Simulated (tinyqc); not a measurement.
Trap in a gate oxide as a short-range spherical well, step by step. Values are carried at full precision from step to step, so a last printed digit may differ when a step is redone from the rounded ones.

A spherical well of radius R and depth V0 below the conduction edge, one mass m, c = hbar^2/2m0. The s level at binding Et solves k cot(k R) = -kappa with k = sqrt(m (V0 - Et)/c), kappa = sqrt(m Et/c); it exists for V0 > Vc = c (pi/2R)^2/m. Outside, psi falls as exp(-kappa r)/r.

Constants: hbar^2/2m0 = 3.80998211 eV angstrom^2; fine-structure constant alpha = 0.007297352564; hc = 1239.841984 eV nm; kB = 8.617333262e-05 eV/K.

Parameters, chosen for this exercise (near those of SiO2 on 4H SiC; the results hold for these values, not for the real material):
```
symbol  value  unit       meaning
R       3.7    angstrom   radius of the well
V0      4.75   eV         depth of the well
m       0.476  m0         mass
n_r     1.48              refractive index
dEc     2.73   eV         conduction offset to the channel
Fox     3.1    MV/cm      oxide field, lowering levels away from the channel
t0      20     x 1e-11 s  time constant at the interface
T       300    K          temperature
EF      0.06   eV         Fermi level above the channel edge
x       12     angstrom   depth of the trap
```

## The bound level

Solve for Et; the share outside is [sin^2(kR)/(2 kappa)]/[sin^2(kR)/(2 kappa) + R/2 - sin(2kR)/(4k)].

Et = 1.8206 eV
k = 0.6050 1/angstrom
kappa = 0.4769 1/angstrom
share outside = 0.223
Vc = 1.443 eV

The well is 3.29 times the critical depth. Since dEt/dV0 equals the share inside, 0.78, a 1 % change of V0 moves Et by 2.0 %. The decay length is 2.1 angstrom, 0.6 times R.

## Peak of the photo-ionisation cross-section

Lucovsky model (delta well, plane-wave final states, no local-field factor): sigma = (32 pi alpha c/(3 n_r m Et)) (x - 1)^(3/2)/x^3, x = h nu/Et, c = hbar^2/2m0; 1 angstrom^2 = 1e-16 cm^2.

The maximum lies at x = 2. Give the photon energy, its wavelength and sigma there.

h nu = 3.641 eV
wavelength = 341 nm
sigma = 9.08 x 1e-18 cm^2

With 22 % of the state outside the well the delta-well form is only a rough model of this centre.

## Level, tunnelling time and occupation

Energies from the conduction edge of the channel. The trap level at depth x is E_T = dEc - Et - e Fox x (1 MV/cm = 0.01 eV/angstrom). An electron at the channel edge tunnels with the WKB exponent S = (4/3) sqrt(m/c) [dEc^(3/2) - (dEc - e Fox x)^(3/2)]/(e Fox), c = hbar^2/2m0; tau = t0 exp(S); the occupation is f = 1/(1 + exp((E_T - EF)/kB T)), tau_c = tau/f and tau_e = tau/(1 - f). Lattice relaxation is left out; a level below the channel edge needs phonons as well, so tau is then a lower bound, while a level above it can also empty elastically at its own energy, through a thinner barrier, faster than this tau.

Give E_T, S, tau and ln(tau_c/tau_e) = (E_T - EF)/kB T.

E_T = 0.537 eV
S = 13.527
tau = 0.000150 s
ln(tau_c/tau_e) = 18.5

The level lies 18 kB T above EF, so the trap is mostly empty. A flat barrier would give S = 2 sqrt(m dEc/c) x = 14.02.

## Checks

- Et from the radial equation on a grid against the matching condition, eV: both 1.82.

tinyqc: `OMP_NUM_THREADS=1 python tinyqc.py 1280994 1280995 out.jsonl`; about 0.01 s, one thread, shared Intel(R) Xeon(R) Processor @ 2.30GHz.
